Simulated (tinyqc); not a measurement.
Two electrons on one impurity (helium-like model): one step. Unequal orbitals. Two cases, with inputs chosen for the exercise.

Problem. Evaluate the integrals and E.

Units Ha* = 2 Ry m/eps^2 and a* = a0 eps/m. One electron is bound by Z^2/2. Two electrons in the singlet built from exp(-a r) and exp(-b r): S = 8 (ab)^(3/2)/(a + b)^3, h_aa = a^2/2 - Z a, h_bb alike, h_ab = S (ab/2 - Z (a + b)/2), J = ab (a^2 + 3ab + b^2)/(a + b)^3, K = 20 (ab)^3/(a + b)^5, E = (h_aa + h_bb + 2 S h_ab + J + K)/(1 + S^2). For a = b this is a^2 - 2 Z a + 5a/8. Real double donors are deeper, since the central cell is left out.

Give: S, h_aa, h_bb, h_ab, J, K; E.

Case 1.

Values chosen (out of a larger set: near those of impurities in Si; not measured data): Z = 1 (effective charge (1: D- centre, 2: double donor; other values mimic a central cell)); ab = (1.05, 0.3) 1/a* (trial exponents a, b).

Solution.

S, h_aa, h_bb, h_ab, J, K: 0.57485  -0.49875  -0.25500  -0.29748  0.27366  0.13941

E = -0.51313 Ha*

This lies 0.0405 Ha* below the best equal-orbital value -(Z - 5/16)^2.

Case 2.

Values chosen (out of a larger set: near those of impurities in 3C SiC; not measured data): Z = 3.2 (effective charge (1: D- centre, 2: double donor; other values mimic a central cell)); ab = (3.17, 1.98) 1/a* (trial exponents a, b).

Solution.

S, h_aa, h_bb, h_ab, J, K: 0.92099  -5.11955  -4.37580  -4.69862  1.50718  1.36511

E = -8.26622 Ha*

This lies 0.0714 Ha* above the best equal-orbital value -(Z - 5/16)^2.

Computed by tinyqc, one run a case: `OMP_NUM_THREADS=1 python tinyqc.py N N+1 out.jsonl` with N = 1250059, 1250264; one thread of a shared Intel(R) Xeon(R) Processor @ 2.30GHz, about 0.02 s a run at most.
